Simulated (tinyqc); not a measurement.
Mass and degeneracy from charge and saturation current.

Question. At high drain voltage only states moving towards the drain are filled: n = (N0/2) F_0(eta), N0 = gv m kB T/(pi hbar^2), F_0(x) = ln(1 + exp x), and I = q (N0/2) vT F_(1/2)(eta) per width, vT = sqrt(2 kB T/(pi m)), F_(1/2)(x) = (2/sqrt(pi)) int_0^infinity u^(1/2)/(1 + exp(u - x)) du. Find eta and m.

Values chosen for this exercise: temperature T = 300 K; valley degeneracy gv = 1.

Constants: q = 1.602176634e-19 C, kB = 1.380649e-23 J/K, hbar = 1.054571817e-34 J s, m0 = 9.1093837015e-31 kg. Results are converted to the units shown.

n = 2.8713461e11 cm^-2
I = 188.13725 uA/um

Answer. The mass drops out of I^2/(q^2 n) = gv (kB T)^2 F_(1/2)^2/(pi^2 hbar^2 F_0), which rises with eta and so fixes it; n then gives m.

eta = 1.690
m = 0.02860 m0

Computed by the program tinyqc: `OMP_NUM_THREADS=1 python tinyqc.py 2400073 2400074 out.jsonl`, one thread of a shared Intel Xeon 2.30GHz, about 0.01 s for the whole run.
